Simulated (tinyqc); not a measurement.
Heat flow across a film from the phonon Boltzmann equation in the relaxation-time approximation: one step, computed by the program tinyqc.

Two black walls, hot at x = 0 and cold at x = L, emit phonons isotropically. For one free path Lambda, with tau = x/Lambda, tau_L = L/Lambda and phi = (T - T_cold)/Delta T, energy balance gives phi(tau) = (1/2) [E2(tau) + int_0^tau_L phi(s) E1(|tau - s|) ds]; E_n are the exponential integrals. The flux over the ballistic flux C v Delta T/4 is psi = 1 - 2 int_0^tau_L phi(s) E2(s) ds, and kappa_eff/kappa = (3/4) tau_L psi. kappa = C v Lambda/3 is an input, so at fixed kappa a longer free path means a smaller C v.

Problem. The small linear system for Lambda_1. Cut the film into n equal cells with constant phi, collocated at the centres c_i: the kernel integrates to A_ij = |E2(|c_i - e_j|) - E2(|c_i - e_(j+1)|)|/2 for cell edges e_j, and A_ii = 1 - E2(half a cell); solve (1 - A) phi = E2(c)/2; psi = 1 - 2 sum_j phi_j [E3(e_j) - E3(e_(j+1))].

Inputs (values chosen for the exercise, modelled on indium phosphide): film thickness L = 660 nm; free path Lambda_1 = 64 nm; cells n in the small system = 5.

Give: optical thickness tau_L; 1 - A; right-hand side E2(c)/2; flux weights E3(e_j) - E3(e_(j+1)).

Solution.

optical thickness tau_L = 10.3125

1 - A:
```
[[0.1418, -0.0662, -0.0043, -0.0004, 0.0000],
 [-0.0662, 0.1418, -0.0662, -0.0043, -0.0004],
 [-0.0043, -0.0662, 0.1418, -0.0662, -0.0043],
 [-0.0004, -0.0043, -0.0662, 0.1418, -0.0662],
 [0.0000, -0.0004, -0.0043, -0.0662, 0.1418]]
```

right-hand side E2(c)/2: [0.07091, 0.004744, 4.163e-04, 4.056e-05, 4.186e-06]

flux weights E3(e_j) - E3(e_(j+1)): [0.4721, 0.02549, 0.002159, 2.071e-04, 2.119e-05]
